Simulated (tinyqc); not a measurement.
Threshold and carrier lifetime from two turn-on delays.

Problem. With a constant carrier lifetime tau, a current step from 0 to I reaches threshold after td = tau ln(I/(I - Ith)). Find Ith and tau.

turn-on delay for steps from 0 to 13 and to 25 mA (ns): [1.1427824, 0.45042044]

Solution. The ratio of the delays holds no tau and rises steadily with Ith, so it has one root below the smaller current.

Ith = 8.40 mA
tau = 1.10 ns

Numbers from tinyqc (`OMP_NUM_THREADS=1 python tinyqc.py 2840019 2840020 out.jsonl`; about 0.01 s on one thread of a shared Intel Xeon 2.30GHz).
